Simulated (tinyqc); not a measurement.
Reverse leakage of an n+-p junction: diffusion, generation, trap-assisted and band-to-band tunnelling: one step of the calculation.

One-sided abrupt junction in the depletion approximation, x from the junction (0) to W on the p side, field F = F0 (1 - x/W). Flat quasi-Fermi levels, long p side. Traps generate through SRH with both lifetimes shortened by 1 + Gamma (Hurkx enhancement, form for moderate fields); band-to-band generation is local and needs a total bending above Eg.

Task. Field, scales and diffusion current. ni = sqrt(Nc Nv) exp(-Eg/(2 Vt)), Eg in volts; Vbi = Vt ln(Na Nd/ni^2); W = sqrt(2 eps0 eps_r (Vbi + VR)/(q Na)); F0 = 2 (Vbi + VR)/W; FG = sqrt(24 mt m0 (kB T)^3)/(q hbar); J_diff = q ni^2 sqrt(Dn/tau)(1 - exp(-VR/Vt))/Na.

Values chosen for this exercise; band and dielectric values close to those of silicon:

| symbol | value | unit | meaning |
|---|---|---|---|
| T | 358 | K | temperature |
| Eg | 1.1 | eV | band gap |
| eps_r | 11.5 |  | relative permittivity |
| Nc | 3.72e19 | cm^-3 | conduction-band density of states at T |
| Nv | 3.39e19 | cm^-3 | valence-band density of states at T |
| Na | 2.4e16 | cm^-3 | acceptor density of the lighter side |
| Nd | 1e20 | cm^-3 | donor density of the heavier side |
| tau | 4e-6 | s | SRH lifetime of both carriers at zero field |
| mt | 0.26 | m0 | tunnelling mass |
| Dn | 19 | cm^2/s | electron diffusion coefficient on the lighter side |
| VR | 2.4 | V | reverse bias |

Constants: q = 1.602176634e-19 C, kB = 1.380649e-23 J/K, hbar = 1.054571817e-34 J s, m0 = 9.1093837015e-31 kg, Vt = kB T/q, eps0 = 8.8541878128e-14 F/cm where lengths are in cm. Results are converted to the units shown.

Give: ni; Vbi; W; F0; FG; J_diff.

Result.

ni = 6.4224e11 cm^-3
Vbi = 0.90675 V
W = 418.48 nm
F0 = 158.03 kV/cm
FG = 490.34 kV/cm
J_diff = 6.0012e-9 A/cm^2

Range of the model: The n+ side is degenerate, so Vbi from Boltzmann statistics is only a guide.

Program tinyqc, `OMP_NUM_THREADS=1 python tinyqc.py 2290029 2290030 out.jsonl`; Intel Xeon 2.30GHz, shared host, one thread, about 0.01 s.
